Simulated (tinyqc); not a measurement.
What moves the results: donor near an oxide interface in a gate field (two-state model). A value that a table varies takes the place of the one given here.

Interface at z = 0 (hard wall), donor at z = d, field F pulling electrons to the interface: potential e F z; 1 kV/cm = 1e-5 eV/angstrom, c = hbar^2/2m0, q = e^2/(4 pi eps0), Q = (eps - eo)/(eps + eo). Donor state: E_D = e F d - ED - q Q/(4 eps d), the last term joining the images of ion and electron. Interface state: z exp(-b z/2) exp(-rho^2/(2 L^2)) with E_z = c b^2/(4 mz) + 3 e F/b + q Q b/(8 eps), minimised over b; in the plane at z = 3/b the ion (distance D = d - 3/b) and its image (D' = d + 3/b) give E_rho = c/(mt L^2) - (q/eps)(sqrt(pi)/L)[erfcx(D/L) + Q erfcx(D'/L)], erfcx(x) = exp(x^2) erfc(x), minimised over L. E_I = E_z + E_rho.

The two states couple by t = t0 exp(-D/aD) with t0 = q/(eps aD) (2 aD/L) sqrt(aD b/2) v, v a valley factor; this form is an estimate. With detuning u = E_D - E_I the splitting is sqrt(u^2 + 4 t^2) and the lower state has weight (1 - u/sqrt(u^2 + 4 t^2))/2 on the donor.

Constants: hbar^2/2m0 = 3.80998211 eV angstrom^2; e^2/(4 pi eps0) = 14.39964547 eV angstrom.

Values chosen for the exercise (near those of a donor in Si below SiO2, static dielectric constants; shifted at random, so the results belong to these values and not to a real crystal): d = 180 angstrom (depth of the donor); ED = 45 meV (bulk binding energy); mz = 0.928 m0 (mass across the interface); mt = 0.192 m0 (mass in the plane); eps = 11.5 (dielectric constant of the semiconductor); eo = 3.9 (dielectric constant of the oxide); aD = 15.5 angstrom (donor radius); v = 0.52 (valley factor); Fl = (34.94, 34.949, 34.952, 34.954, 34.956, 34.959, 34.968) kV/cm (fields); dl = (65, 90, 120, 155, 200, 250) angstrom (depths).

## Sweeping the field

Both levels, the splitting, the donor weight and the mean depth w d + (1 - w) 3/b.

Results:
```
F (kV/cm)  E_D (meV)  E_I (meV)  splitting (meV)  donor weight  mean depth (angstrom)
34.940        17.034     17.052           0.0189         0.996                  179.5
34.949        17.050     17.056          0.00696         0.970                  175.9
34.952        17.055     17.058          0.00343         0.862                  161.2
34.954        17.059     17.059          0.00237         0.453                  105.3
34.956        17.063     17.060          0.00376         0.111                   58.5
34.959        17.068     17.061          0.00738         0.026                   47.0
34.968        17.084     17.065           0.0193         0.004                   43.9
```

What can be read from the table?

E_D rises by 1.80 and E_I by 0.45 meV per kV/cm, so they cross once, near 35.0 kV/cm, where the splitting is 2t = 0.00236 meV. The donor weight passes from 0.85 to 0.15 while the detuning goes from -2t to 2t, a window of 0.0035 kV/cm or 0.01 % of the field; across the table the charge moves by 136 angstrom.

## Depth of the donor

Critical field, and the coupling, E_rho and L at that field.

Results:
```
d (angstrom)  critical field (kV/cm)  e F d/ED  t (meV)  E_rho (meV)  L (angstrom)
65                             126.1     1.821      1.8       -20.73            58
90                              81.7     1.634     0.35       -15.59            73
120                             56.9     1.517    0.052       -12.06            90
155                             41.7     1.437   0.0057        -9.57           108
200                             30.9     1.373  0.00034        -7.59           129
250                             23.9     1.327  1.5e-05        -6.18           151
```

How do the results move?

The critical field falls from 126 to 24 kV/cm, with exponent -1.23 in d, while t drops by a factor 1.2e+05, about e for each 16 angstrom at the end (aD = 15.5). One lattice plane (1.36 angstrom) of misplacement changes t by 8 % and the critical field by about 1.4 % at 120 angstrom.

## What each parameter does

Critical field (E_D = E_I), and t and L there. Each row changes one parameter from the base and keeps the others.

Results:
```
case                critical field (kV/cm)  t (meV)  L (angstrom)
base                                  35.0  0.00118         119.9
d = 170 angstrom                      37.4  0.00222         115.1
ED = 51 meV                           39.4  0.00106         120.6
aD = 17.1 angstrom                    35.0  0.00283         119.9
mz = 0.789 m0                         35.5  0.00129         119.3
mt = 0.221 m0                         34.8  0.00125         113.9
eo = 5.8                              34.1  0.00106         123.0
eps = 12.2                            35.2  0.00108         122.2
```

How do the results move?

The largest shifts from the base row, up to three for each result and ties (the steps differ in size, so this ranks the rows, not the parameters). critical field (kV/cm): ED +4.4, d +2.4, eo -0.9; unchanged at the printed digits by aD. t (meV): aD +0.00165, d +0.00103, eo -0.000120. L (angstrom): mt -6.0, d -4.8, eo +3.1; unchanged at the printed digits by aD.

Run: tinyqc, `OMP_NUM_THREADS=1 python tinyqc.py 1250227 1250228 out.jsonl`; Intel(R) Xeon(R) Processor @ 2.30GHz, one thread, shared host; about 0.06 s of CPU time with all checks.
